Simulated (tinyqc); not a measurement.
Inside a calculation (part 2 of 2). Method: UHF in the sto-6g basis, for H4, spin multiplicity 1. Computed by tinyqc, a small Python program that keeps every step (integrals from PySCF). Command: `OMP_NUM_THREADS=1 python tinyqc.py 30812 30813 out.jsonl` (the two numbers bound the seeds that draw the settings). One thread of a shared host (Intel(R) Xeon(R) Processor @ 2.60GHz), about 0.1 s of CPU time with the checks.

Geometry (angstrom):
```
atom         x         y         z
H     0.000000  0.000000  0.000000
H     0.000000  0.000000  1.497000
H     0.000000  0.000000  2.543000
H     0.000000  0.000000  4.040000
```

## Convergence

Stop when the energy changes by less than 1e-08 hartree and every element of the error matrix X^T (F D S - S D F) X (for each spin) is below 3e-05.

Course of the cycle:
```
iteration  E (hartree)     change  largest element of the error matrix
1          -1.91517315          -                             9.83e-02
2          -1.98104997  -6.59e-02                             3.78e-02
3          -2.00085818  -1.98e-02                             1.70e-02
4          -2.00476546  -3.91e-03                             5.97e-03
5          -2.00496372  -1.98e-04                             4.23e-03
6          -2.00512800  -1.64e-04                             8.81e-04
7          -2.00513734  -9.34e-06                             4.00e-05
8          -2.00513735  -1.02e-08                             4.56e-06
9          -2.00513735  -1.53e-10                             1.06e-07
```

PySCF UHF in the same basis, after a stability check = -2.00513735 hartree

Converged in 9 iterations.

## Populations, bond orders and dipole

D(alpha) after iteration 9, order 1H 1s, 2H 1s, 3H 1s, 4H 1s:
$$\begin{pmatrix}
0.949043 & 0.072386 & -0.176577 & -0.040332 \\
0.072386 & 0.146183 & 0.263551 & 0.035377 \\
-0.176577 & 0.263551 & 0.578413 & 0.083234 \\
-0.040332 & 0.035377 & 0.083234 & 0.012226
\end{pmatrix}$$

D(beta) after iteration 9, order 1H 1s, 2H 1s, 3H 1s, 4H 1s:
$$\begin{pmatrix}
0.012226 & 0.083234 & 0.035377 & -0.040332 \\
0.083234 & 0.578413 & 0.263551 & -0.176577 \\
0.035377 & 0.263551 & 0.146183 & 0.072386 \\
-0.040332 & -0.176577 & 0.072386 & 0.949043
\end{pmatrix}$$

overlap S, order 1H 1s, 2H 1s, 3H 1s, 4H 1s:
$$\begin{pmatrix}
1.000000 & 0.257953 & 0.048546 & 0.003001 \\
0.257953 & 1.000000 & 0.470117 & 0.048546 \\
0.048546 & 0.470117 & 1.000000 & 0.257953 \\
0.003001 & 0.048546 & 0.257953 & 1.000000
\end{pmatrix}$$

Mulliken: Z minus the diagonal of D S on the atom; Loewdin: the same with S^(1/2) D S^(1/2); Mayer order: 2 sum_s sum (D(s) S)_ij (D(s) S)_ji over the two atoms.

Charges (e):
```
atom   Mulliken    Loewdin  Mulliken spin
1H     0.005684   0.003654       0.923729
2H    -0.005684  -0.003654      -0.424739
3H    -0.005684  -0.003654       0.424739
4H     0.005684   0.003654      -0.923729
```

Mayer bond orders:
```
pair     order
2-1   0.106585
3-1   0.031478
3-2   0.681501
4-1   0.008629
4-2   0.031478
4-3   0.106585
```

dipole moment about the origin, x y z (debye): [0.000000, 0.000000, 0.000000]

<S^2> of the determinant (pure state: 0) = 1.042312
